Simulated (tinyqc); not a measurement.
# Charge imbalance from the loss of breakdown voltage

Problem. In a superjunction of pillar doping N and length Lp an imbalance dl lowers BV by q |dl| N Lp^2/(4 eps0 eps_r), as long as the field reaches through the pillar. Find |dl| and the net dose error |dl| N wp.

Parameters, values chosen for the exercise:
```
symbol,value,unit,meaning
eps_r,11.7,,relative permittivity of the semiconductor
wp,5,um,width of each pillar
```

Constants: q = 1.602176634e-19 C, eps0 = 8.8541878128e-14 F/cm where lengths are in cm. Results are converted to the units shown.

BV balanced and BV measured (V): [710, 616.54330]
N = 3.8251843e15 cm^-3
Lp = 28.462552 um

Answer. The loss is linear in |dl|; its sign cannot be told from BV.

|dl| = 7.800 %
dose error = 1.492e11 cm^-2

tinyqc, about 0.01 s, one thread, Intel Xeon 2.30GHz (shared host): `OMP_NUM_THREADS=1 python tinyqc.py 2590143 2590144 out.jsonl`
